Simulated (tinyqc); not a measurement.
# Single-photon avalanche diode, trigger probability and counting: what changes with what

A multiplication layer of width W with the uniform field V/W; alpha = an exp(-bn/E) for electrons, beta = ap exp(-bp/E) for holes (local model, no dead space). a = alpha W, b = beta W. Electrons enter at x = 0, holes at x = W. P0 is the probability that an electron entering at 0 starts a lasting avalanche, PW the same for a hole entering at W.

Inputs (values chosen for the exercise); ionisation coefficients close to those of silicon:

| symbol | value | unit | meaning |
|---|---|---|---|
| an | 6.97e5 | 1/cm | electron prefactor |
| bn | 1.23 | MV/cm | electron field |
| ap | 1.54e6 | 1/cm | hole prefactor |
| bp | 2.03 | MV/cm | hole field |
| W | 0.8 | um | width of the multiplication layer |
| eta | 0.3 |  | probability that a photon makes a pair that enters the layer |
| Gd | 680 | 1/s | thermal generation rate in the layer |
| td | 50 | ns | dead time |
| Cd | 40 | fF | diode capacitance |
| Rq | 200 | kohm | quench resistance |
| pa | 2.5e-8 |  | trapping probability per avalanche carrier |
| tt | 30 | ns | trap release time |
| nph | 2.3e7 | 1/s | photon rate |

Constants: q = 1.602176634e-19 C. Results are converted to the units shown.

Each table varies one quantity; the others keep the values above.

## Effect of the width of the multiplication layer

Breakdown: ln(a/b) = a - b with a not equal to b. Above it PW/(1 - PW) = [P0/(1 - P0)] exp(b - a) and b ln(1 - P0) = a ln(1 - PW); the mean over pairs made evenly in the layer is Pm = ln[(1 - PW)/(1 - P0)]/(a - b). The excess bias is 10 % of VB in every row.

Effect of the width of the multiplication layer:

| W (um) | VB (V) | E at VB (MV/cm) | beta/alpha at VB | P0 | PW |
|---|---|---|---|---|---|
| 0.15 | 8.8700 | 0.59133 | 0.57114 | 0.46869 | 0.33532 |
| 0.25 | 12.416 | 0.49665 | 0.44129 | 0.56591 | 0.34710 |
| 0.41 | 17.604 | 0.42937 | 0.34285 | 0.65415 | 0.35028 |
| 0.67 | 25.327 | 0.37801 | 0.26618 | 0.73286 | 0.34681 |
| 1.1 | 37.060 | 0.33691 | 0.20562 | 0.80118 | 0.33778 |
| 1.8 | 54.680 | 0.30378 | 0.15870 | 0.85697 | 0.32436 |
| 3 | 82.621 | 0.27540 | 0.12099 | 0.90228 | 0.30678 |
| 5 | 125.83 | 0.25166 | 0.091988 | 0.93595 | 0.28645 |

What does the comparison show?

As W grows, VB rises from 8.87 to 126 V, as W^(0.76) on average, the breakdown field falls from 0.591 to 0.252 MV/cm and beta/alpha falls from 0.571 to 0.0920. At equal relative excess P0 rises from 0.469 to 0.936 and PW goes from 0.335 through a maximum of 0.350 (at W = 0.41 um among the rows listed) to 0.286. For W = 0.15, 0.25 dead space and band-to-band tunnelling, left out here, matter.

## Effect of the excess bias

PDP = eta P0; dark counts Gd Pm; avalanche charge Cd Vx/q; afterpulse probability pa (Cd Vx/q) exp(-td/tt) Pm; true rate n = nph PDP + dark counts; measured n/(1 + n td) (non-paralysable) or n exp(-n td) (paralysable); recharge time Rq Cd.

Results:

| Vx (V) | Vx/VB (%) | P0 | PW | Pm | PDP | dark counts (1/s) | afterpulse (%) |
|---|---|---|---|---|---|---|---|
| 0.29 | 1.001 | 0.1452 | 0.03817 | 0.08113 | 0.04355 | 55.17 | 0.002774 |
| 0.46 | 1.587 | 0.2188 | 0.06018 | 0.1253 | 0.06565 | 85.19 | 0.006794 |
| 1.2 | 4.141 | 0.4647 | 0.1527 | 0.2921 | 0.1394 | 198.6 | 0.04132 |
| 1.8 | 6.211 | 0.6001 | 0.2237 | 0.4020 | 0.1800 | 273.3 | 0.08530 |
| 2.9 | 10.01 | 0.7589 | 0.3444 | 0.5587 | 0.2277 | 379.9 | 0.1910 |
| 4.6 | 15.87 | 0.8832 | 0.5061 | 0.7214 | 0.2650 | 490.6 | 0.3912 |
| 7.3 | 25.19 | 0.9592 | 0.7023 | 0.8644 | 0.2878 | 587.8 | 0.7439 |
| 12 | 41.41 | 0.9923 | 0.8949 | 0.9619 | 0.2977 | 654.1 | 1.361 |

Estimate the missing row, Vx = 0.73 V.

Computed row:

| Vx (V) | Vx/VB (%) | P0 | PW | Pm | PDP | dark counts (1/s) | afterpulse (%) |
|---|---|---|---|---|---|---|---|
| 0.73 | 2.519 | 0.3212 | 0.09454 | 0.1907 | 0.09637 | 129.7 | 0.01641 |

With this row back in the table: VB is 28.98 V. P0 rises from 0.145 to 0.992 and PW rises from 0.0382 to 0.895; P0 goes as Vx^(0.89) at the start and Vx^(0.07) at the end. Electrons trigger better in every row. The afterpulse probability keeps growing, as Vx^(1.21) at the end, because the avalanche charge grows with Vx. For Vx = 7.3, 12 the excess bias passes a quarter of VB, where tunnelling adds dark counts that are left out here.

tinyqc, about 0.01 s, one thread, Intel Xeon 2.30GHz (shared host): `OMP_NUM_THREADS=1 python tinyqc.py 2630122 2630123 out.jsonl`
